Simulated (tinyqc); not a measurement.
# Inputs raised by 2 %, one at a time

Model: the 3-omega method: a line heater on a substrate with a thin film. Computed by tinyqc, a small Python program. Command: `OMP_NUM_THREADS=1 python tinyqc.py 3006990 3006991 out.jsonl threeomega sens`. One thread of a shared host (Intel(R) Xeon(R) Processor @ 2.30GHz), about 0.01 s of CPU time with the checks.

A current at angular frequency omega = 2 pi f heats the line at 2 omega with the amplitude P per length; the temperature swing Delta T at 2 omega gives a voltage at 3 omega. The substrate is taken as semi-infinite and isotropic, and the heat capacity of heater and film is left out.

Inputs (values chosen for the exercise, modelled on silica on indium phosphide): substrate conductivity kappa = 64.5 W/(m K); substrate heat capacity C = 1.51 1e6 J/(m^3 K); heater half-width b = 11 micrometre; power amplitude per length P = 19 W/m; current frequency f = 97 Hz; film thickness t = 67 nm; film conductivity kappa_f = 1.2 W/(m K); interface resistance R_i = 3.4 m^2 K/GW; substrate thickness d_s = 725 micrometre; temperature coefficient of resistance beta = 3.2 1e-3/K; voltage amplitude V_1 = 2.5 V.

Method:
- D = kappa/C; q = sqrt(2 i omega/D); penetration depth 1/|q| = sqrt(D/(2 omega)).
- Delta T_s = (P/(pi kappa)) int_0^infinity (sin x/x)^2 / sqrt(x^2 + (q b)^2) dx with (q b)^2 = i |q b|^2, averaged over the heater width (12 Gauss-Legendre points on each of the pieces 0, 14 log-spaced edges from 1e-5 to 1, and multiples of pi to 40 pi; the tail adds 1/(4 (40 pi)^2)).
- For |q| b much below 1: Delta T_s = (P/(pi kappa)) [-ln(|q| b) + eta - i pi/4], eta = 3/2 - C_E = 0.92278, with Euler's C_E = 0.5772157.
- One-dimensional flow across the film: Delta T_f = P (t/kappa_f + R_i)/(2 b); total in-phase swing Delta T = Delta T_s + Delta T_f; third-harmonic amplitude V_3 = V_1 beta |Delta T|/2 with the out-of-phase part included; the apparent film conductivity is t/(t/kappa_f + R_i).

Runs; columns: (1) input moved; (2) from; (3) to; (4) V_3 (mV); (5) penetration depth (micrometre); (6) film share of the in-phase swing; (7) out-of-phase Delta T_s (K):
```
(1)                                         (2)     (3)     (4)     (5)      (6)        (7)
base run                                      -       -  1.6404  187.20  0.12679  -0.073436
substrate conductivity kappa (W/(m K))     64.5   65.79  1.6158  189.06  0.12870  -0.072000
substrate heat capacity C (1e6 J/(m^3 K))  1.51  1.5402  1.6368  185.35  0.12708  -0.073433
power amplitude per length P (W/m)           19   19.38  1.6732  187.20  0.12679  -0.074905
current frequency f (Hz)                     97   98.94  1.6368  185.35  0.12708  -0.073433
film thickness t (nm)                        67   68.34  1.6442  187.20  0.12887  -0.073436
film conductivity kappa_f (W/(m K))         1.2   1.224  1.6367  187.20  0.12474  -0.073436
interface resistance R_i (m^2 K/GW)         3.4   3.468  1.6407  187.20  0.12691  -0.073436
```

Exponents ln(y'/y) / ln(x'/x):
```
input                            V_3  penetration depth  film share of the in-phase swing  out-of-phase Delta T_s
substrate conductivity kappa  -0.764                0.5                             0.756                  -0.998
substrate heat capacity C     -0.113               -0.5                             0.116                  -0.002
power amplitude per length P   1.000                0.0                             0.000                   1.000
current frequency f           -0.113               -0.5                             0.116                  -0.002
film thickness t               0.117                0.0                             0.823                   0.000
film conductivity kappa_f     -0.115                0.0                            -0.824                   0.000
interface resistance R_i       0.007                0.0                             0.051                   0.000
```

Which inputs matter most for each result?

Among the inputs moved here: V_3 answers most in size to power amplitude per length P (exponent +1.000), next to substrate conductivity kappa (-0.764). Its exponent +1.000 in power amplitude per length P: at fixed V_1 the swing is linear in P. penetration depth answers most in size to substrate conductivity kappa (exponent +0.500), and about equally to substrate heat capacity C (-0.500), current frequency f (-0.500); its exponent is below 0.0005 for power amplitude per length P, film thickness t, film conductivity kappa_f, interface resistance R_i. Its exponent -0.500 in current frequency f: a diffusion length. Film share of the in-phase swing answers most in size to film conductivity kappa_f (exponent -0.824), and about equally to film thickness t (+0.823); its exponent is below 0.0005 for power amplitude per length P. out-of-phase Delta T_s answers most in size to power amplitude per length P (exponent +1.000), and about equally to substrate conductivity kappa (-0.998); its exponent is below 0.0005 for film thickness t, film conductivity kappa_f, interface resistance R_i. Its exponent -0.998 in substrate conductivity kappa: the narrow-line value -P/(4 kappa). Its exponent -0.002 in current frequency f: the narrow-line value does not depend on f.

Caution (all rows): the penetration depth exceeds a fifth of the substrate thickness, so the back face is felt and the semi-infinite formula fails.
